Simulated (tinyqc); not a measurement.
From depletion width W back to donor density N: Schottky barrier with interface states (Cowley-Sze model), image lowering and contact resistance. Computed by tinyqc, a small Python program. Command: `OMP_NUM_THREADS=1 python tinyqc.py 3026882 3026883 out.jsonl pinning inv`. One thread of a shared host (Intel(R) Xeon(R) Processor @ 2.30GHz), about 0.03 s of CPU time with the checks.

An n-type semiconductor under a metal. The barrier lies between the Schottky-Mott limit phi_M - chi and the Bardeen limit E_g - E_n, E_n being the neutrality level of the interface states; the space-charge term of the full Cowley-Sze expression is left out.

Inputs (values chosen for the exercise, with gap, mass and screening modelled on germanium):

| quantity | value | unit |
|---|---|---|
| gap E_g | 0.659 | eV |
| electron affinity chi | 3.93 | eV |
| metal work function phi_M | 4.2 | eV |
| neutrality level E_n above the valence band | 0.322 | eV |
| interface-state density D | 6e+14 | cm^-2 eV^-1 |
| dipole layer thickness delta | 0.34 | nm |
| dipole layer constant eps_i | 1 | - |
| dielectric constant eps_s | 15.8 | - |
| electron mass m_e | 0.218 | m_0 |
| valleys M_c | 4 | - |
| temperature T | 300 | K |
| reverse bias V_r | 2 | V |

Pinning factor from: interface states.

Constants: e = 1.602176634e-19 C; eps_0 = 8.8541878128e-12 F/m; k_B = 8.617333262e-05 eV/K; m_0 = 9.1093837015e-31 kg; k_B = 1.380649e-23 J/K; h = 6.62607015e-34 J s.

Method:
- S = 1/(1 + e^2 D delta/(eps_i eps_0)); for D per eV, e^2 D is the number e x D in SI units, with 1 cm^-2 = 1e4 m^-2.
- phi_B = S (phi_M - chi) + (1 - S)(E_g - E_n); the hole barrier is E_g - phi_B.
- N_c = 2 M_c (2 pi m_e k_B T/h^2)^(3/2); xi = E_c - E_F solves N = N_c F_1/2(-xi/k_B T) (bisection; full ionisation).
- F_1/2(eta) = (2/sqrt(pi)) int_0^infinity sqrt(x)/(1 + exp(x - eta)) dx, by the trapezoid rule in t = sqrt(x) with step 0.02 up to t = 12 (for eta < -12 by exp(eta) - exp(2 eta)/2^(3/2)).
- V_bi = phi_B - xi; W = sqrt(2 eps_s eps_0 (V_bi + V_r - k_B T/e)/(e N)); field at the metal E_m = e N W/(eps_s eps_0); image lowering sqrt(e E_m/(4 pi eps_s eps_0)).

Task: A run gave the result below. Find the donor density N, known to lie between 3.1e+15 and 7.2e+15 cm^-3.

depletion width W = 986.4309 nm

Result:

Each step takes the trial c = (a f_b - b f_a)/(f_b - f_a), f being the result less the target and a, b, c the logarithms of the listed values; c replaces end b, the old b replaces a if the sign of f changed, and otherwise f_a is halved.

Scan of the range:

| donor density N (cm^-3) | depletion width W (nm) |
|---|---|
| 3.10e+15 | 1087.65 |
| 3.57e+15 | 1014.41 |
| 4.11e+15 | 946.24 |
| 4.72e+15 | 883.73 |
| 5.44e+15 | 823.89 |
| 6.26e+15 | 768.69 |
| 7.20e+15 | 717.37 |

False position (Illinois rule, in the logarithm of the input) inside the bracket:

| step | end a | end b | trial | depletion width W (nm) |
|---|---|---|---|---|
| 1 | 3.57000e+15 | 4.11000e+15 | 3.78246e+15 | 985.856 |
| 2 | 3.57000e+15 | 3.78246e+15 | 3.77384e+15 | 986.968 |
| 3 | 3.78246e+15 | 3.77384e+15 | 3.77800e+15 | 986.431 |
| 4 | 3.77384e+15 | 3.77800e+15 | 3.77800e+15 | 986.431 |

Depletion width W falls at every point of a 13-point scan of the range (every second point is shown), so one value fits; it is bracketed by 3.57e15 and 4.11e15. Answer: donor density N = 3.778e15 cm^-3.
